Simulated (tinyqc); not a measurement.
# From one set of inputs to another, one input at a time

Model: Keating valence-force model of a tetrahedral crystal. Computed by tinyqc, a small Python program. Command: `OMP_NUM_THREADS=1 python tinyqc.py 3004065 3004066 out.jsonl keating ladder`. One thread of a shared host (Intel(R) Xeon(R) Processor @ 2.30GHz), about 0.2 s of CPU time with the checks.

Atom A sits at 0 and atom B at a/4 (1,1,1) of an fcc lattice; the four bonds from A are t = a/4 (1,1,1), a/4 (1,-1,-1), a/4 (-1,1,-1), a/4 (-1,-1,1), of length d = sqrt(3) a/4. Energy: E = (3 alpha/(8 d^2)) sum over bonds (r.r - d^2)^2 + (3 beta/(8 d^2)) sum over pairs of bonds at one atom (r_i.r_j + d^2/3)^2, with beta_A for the six pairs at A and beta_B for the six at B. The cell holds two atoms, Omega = a^3/4. 1 N/m = 1 J/m^2. With constants fitted to the elastic moduli this model puts optical and zone-boundary frequencies of real crystals too high, by up to about 20 % in elemental crystals and up to about 50 % in compounds, and mostly by more for TA modes; in compounds the lattice part of the static dielectric constant then comes out too low.

The inputs printed are set A. Inputs not listed in the table keep their values of set A, so the rows need not describe a real material.

Inputs (values chosen for the exercise, modelled on cubic silicon carbide): lattice constant a = 4.36 angstrom; mass M_A = 28.086 u; mass M_B = 12.011 u; bond stretching alpha = 84.7 N/m; bond bending beta_A = 34.3 N/m; bond bending beta_B = 31.7 N/m; mesh divisions n = 6; temperature T = 900 K.

Structure: zinc blende.

Constants: nu for 1 eV/(angstrom^2 u) = 15.6333042 THz; 1 eV/angstrom^2 = 16.02176634 J/m^2; h x 1 THz = 4.135667696 meV; k_B = 8.617333262e-05 eV/K.

Method:
- beta = (beta_A + beta_B)/2; C11 = (alpha + 3 beta)/a, C12 = (alpha - beta)/a, C44 = 4 alpha beta/(a (alpha + beta)); with the two sublattices clamped C44(0) = (alpha + beta)/a; internal-strain parameter zeta = (alpha - beta)/(alpha + beta); B = (C11 + 2 C12)/3.
- With displacements u exp(i q.r), each bracket changes by g.u, where g = (g_A, g_B): bond t, g = (-2 t, 2 t exp(i q.t)); pair (i, j) at A, g = (-(t_i + t_j), t_i exp(i q.t_j) + t_j exp(i q.t_i)); pair at B, g = (-t_i exp(-i q.t_j) - t_j exp(-i q.t_i), t_i + t_j). Then D_mn = sum over the 4 bonds and 12 pairs of (4 k/a^2) conj(g_m) g_n / sqrt(M_m M_n), with k = alpha or beta converted to eV/angstrom^2. Only the short-range forces enter; the Coulomb field of the charges is left out.
- An eigenvalue lambda of D in eV/(angstrom^2 u) gives nu = 15.6333042 THz x sqrt(lambda).
- Take the lowest frequency at X = (1, 0, 0) 2 pi/a, the transverse acoustic (TA) mode.
- Mesh: q = sum_i (m_i + 1/2)/n b_i, m_i = 0..n-1, with b = [[-1, 1, 1], [1, -1, 1], [1, 1, -1]] in 2 pi/a; sums over the six modes are averaged over the n^3 points and halved, per atom.
- With x = h nu/(k_B T) and n = 1/(exp(x) - 1) for each mode: F = k_B T [x/2 + ln(1 - exp(-x))], U = k_B T x (n + 1/2), S/k_B = x n - ln(1 - exp(-x)), C/k_B = x^2 n (n + 1).
- The acoustic share counts the three lowest modes at each q; zero-point energy = sum h nu/2.

Each row keeps all changes above it:
```
input moved                      from     to  C11 (GPa)  TA frequency at X (THz)  zero-point energy (meV/atom)
set A                               -      -     421.33                   13.578                        123.55
mass M_B (u)                   12.011   27.8     421.33                   12.005                         97.69
bond stretching alpha (N/m)      84.7    120     502.29                   12.005                        109.21
lattice constant a (angstrom)    4.36  6.189     353.85                   12.005                        109.21
temperature T (K)                 900    600     353.85                   12.005                        109.21
bond bending beta_A (N/m)        34.3   27.7     337.86                   11.389                        107.36
mass M_A (u)                   28.086   52.7     337.86                    9.349                         93.06
```

Where does the difference come from?

C11 goes from 421 to 338, a factor 0.802 in all. The largest single move comes from lattice constant a (a factor 0.704), and bond stretching alpha works against it (a factor 1.19). TA frequency at X goes from 13.6 to 9.35, a factor 0.689 in all. The largest single move comes from mass M_A (a factor 0.821). Zero-point energy goes from 124 to 93.1, a factor 0.753 in all. The largest single move comes from mass M_B (a factor 0.791), and bond stretching alpha works against it (a factor 1.12). The single moves hold for this order of the switches; the total does not depend on the order.

Extremes, crossings and ranges named in words are read from the listed rows.
